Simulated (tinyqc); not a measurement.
Coupled-perturbed Hartree-Fock on RHF in the 6-31g basis, for H4, spin multiplicity 1, step by step. One step of it, computed by the program tinyqc.

Task: Coupled step 1. U_ai = -(mu_ai + sum_bj [4 (ai|bj) - (ab|ij) - (aj|bi)] U_bj) / (e_a - e_i); alpha = -4 sum U_ai mu_ai.

uncoupled U:
```
          i1         i2
a3  0.000000   0.000000
a4  0.000000   0.000000
a5  0.111652   0.000000
a6  0.000000  -0.256687
a7  0.000000   0.000000
a8  0.000000   0.000000
```

dipole integrals <a|y|i> (bohr):
```
           i1        i2
a3   0.000000  0.000000
a4   0.000000  0.000000
a5  -0.173543  0.000000
a6   0.000000  0.323156
a7   0.000000  0.000000
a8   0.000000  0.000000
```

orbital energies (hartree): MO1 -0.748093, MO2 -0.419609, MO3 0.124432, MO4 0.356406, MO5 0.806229, MO6 0.839342, MO7 1.240304, MO8 1.395442

Two-electron integrals over orbitals (pq|rs), unique and non-zero (hartree):
```
(11|11) 0.528066    (21|21) 0.151149    (22|11) 0.486580    (22|22) 0.470426
(31|31) 0.071394    (32|32) 0.036099    (33|11) 0.399819    (33|22) 0.374000
(33|33) 0.364787    (41|32) 0.032466    (41|41) 0.029299    (42|31) 0.056764
(42|42) 0.053984    (43|21) 0.081325    (43|43) 0.070241    (44|11) 0.347149
(44|22) 0.342538    (44|33) 0.321344    (44|44) 0.310453    (51|21) -0.064268
(51|43) -0.018487   (51|51) 0.051578    (52|11) -0.119446   (52|22) -0.098765
(52|33) -0.057415   (52|44) -0.032211   (52|52) 0.070886    (53|32) -0.003220
(53|41) -0.001908   (53|53) 0.014764    (54|31) 0.007253    (54|42) 0.014009
(54|54) 0.024615    (55|11) 0.419163    (55|22) 0.405556    (55|33) 0.333174
(55|44) 0.312129    (55|52) -0.073322   (55|55) 0.368895    (61|11) 0.094914
(61|22) 0.085660    (61|33) 0.037220    (61|44) 0.026833    (61|52) -0.056988
(61|55) 0.066191    (61|61) 0.053128    (62|21) 0.053966    (62|43) 0.011290
(62|51) -0.046504   (62|62) 0.044502    (63|31) -0.017756   (63|42) -0.015705
(63|54) -0.021378   (63|63) 0.029311    (64|32) -0.004145   (64|41) -0.004553
(64|53) -0.014182   (64|64) 0.015979    (65|21) -0.114999   (65|43) -0.067923
(65|51) 0.045208    (65|62) -0.036640   (65|65) 0.098826    (66|11) 0.422366
(66|22) 0.401003    (66|33) 0.345698    (66|44) 0.311243    (66|52) -0.076286
(66|55) 0.360344    (66|61) 0.058857    (66|66) 0.367963    (71|31) -0.053236
(71|42) -0.041556   (71|54) 0.014595    (71|63) -0.012944   (71|71) 0.069476
(72|32) -0.034775   (72|41) -0.030262   (72|53) 0.020056    (72|64) -0.013928
(72|72) 0.056502    (73|11) -0.105280   (73|22) -0.093266   (73|33) -0.047618
(73|44) -0.034387   (73|52) 0.050607    (73|55) -0.070762   (73|61) -0.045298
(73|66) -0.064396   (73|73) 0.051989    (74|21) -0.041502   (74|43) -0.009629
(74|51) 0.030455    (74|62) -0.028871   (74|65) 0.025898    (74|74) 0.025881
(75|32) 0.038624    (75|41) 0.033908    (75|53) -0.013361   (75|64) 0.004887
(75|72) -0.052352   (75|75) 0.057658    (76|31) -0.064982   (76|42) -0.054443
(76|54) -0.001554   (76|63) 0.008273    (76|71) 0.061792    (76|76) 0.076804
(77|11) 0.491545    (77|22) 0.460403    (77|33) 0.387064    (77|44) 0.339253
(77|52) -0.118373   (77|55) 0.404261    (77|61) 0.096315    (77|66) 0.407513
(77|73) -0.099797   (77|77) 0.489262    (81|32) -0.039462   (81|41) -0.034300
(81|53) 0.020995    (81|64) -0.013153   (81|72) 0.060647    (81|75) -0.057860
(81|81) 0.066110    (82|31) -0.057674   (82|42) -0.046157   (82|54) 0.015105
(82|63) -0.010823   (82|71) 0.072004    (82|76) 0.067786    (82|82) 0.077471
(83|21) -0.062606   (83|43) -0.025348   (83|51) 0.039542    (83|62) -0.035103
(83|65) 0.043110    (83|74) 0.030407    (83|83) 0.039790    (84|11) -0.100146
(84|22) -0.088988   (84|33) -0.054455   (84|44) -0.034806   (84|52) 0.047919
(84|55) -0.064272   (84|61) -0.039145   (84|66) -0.065181   (84|73) 0.044091
(84|77) -0.097649   (84|84) 0.043118    (85|31) 0.064576    (85|42) 0.055364
(85|54) -0.000857   (85|63) -0.000973   (85|71) -0.068722   (85|76) -0.077398
(85|82) -0.073028   (85|85) 0.082314    (86|32) -0.037893   (86|41) -0.033366
(86|53) 0.013244    (86|64) -0.005529   (86|72) 0.052543    (86|75) -0.057242
(86|81) 0.057370    (86|86) 0.057395    (87|21) 0.156487    (87|43) 0.085368
(87|51) -0.080786   (87|62) 0.069712    (87|65) -0.125057   (87|74) -0.051542
(87|83) -0.076574   (87|87) 0.189814    (88|11) 0.508635    (88|22) 0.480142
(88|33) 0.390640    (88|44) 0.347025    (88|52) -0.127560   (88|55) 0.420240
(88|61) 0.107236    (88|66) 0.418049    (88|73) -0.112627   (88|77) 0.507299
(88|84) -0.106443   (88|88) 0.531452
```

Give: U after step 1; polarisability.

Result:

U after step 1:
```
       i1      i2
a3  0.000   0.000
a4  0.000   0.000
a5  0.128   0.000
a6  0.000  -0.310
a7  0.000   0.000
a8  0.000   0.000
```

polarisability = 0.490 bohr^3
